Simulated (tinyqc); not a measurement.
Index and thickness from Psi and Delta.

Problem. Air (index 1), film, substrate with N2 = n2 - i k2; time factor exp(+i w t). q_j = sqrt(N_j^2 - sin^2 th), root with positive real part. Fresnel coefficients r_s = (q_a - q_b)/(q_a + q_b), r_p = (N_b^2 q_a - N_a^2 q_b)/(N_b^2 q_a + N_a^2 q_b). tan(Psi) exp(i Delta) = R_p/R_s, Delta taken from 0 to 360 degrees. beta = 2 pi d q1/lam, X = exp(-2 i beta), R = (r01 + r12 X)/(1 + r01 r12 X) for p and s. The film is transparent, with 1.15 < n1 < 2.9 and d under half a period. Find n1, d and the period.

Inputs (values chosen for the exercise):
- lam = 405 nm (wavelength)
- th = 60 degrees (angle of incidence)
- n2 = 5.42 (index of the substrate)
- k2 = 0.329 (extinction coefficient of the substrate)

Psi = 32.765256 degrees
Delta = 132.42939 degrees

Answer. Two measured angles fix two unknowns; a search from many starts finds one solution in the range given. Thicker films with d plus a multiple of the period give the same angles.

n1 = 1.46
d = 34.0 nm
period = 172 nm

Program tinyqc, `OMP_NUM_THREADS=1 python tinyqc.py 2870213 2870214 out.jsonl`; Intel Xeon 2.30GHz, shared host, one thread, about 0.4 s.
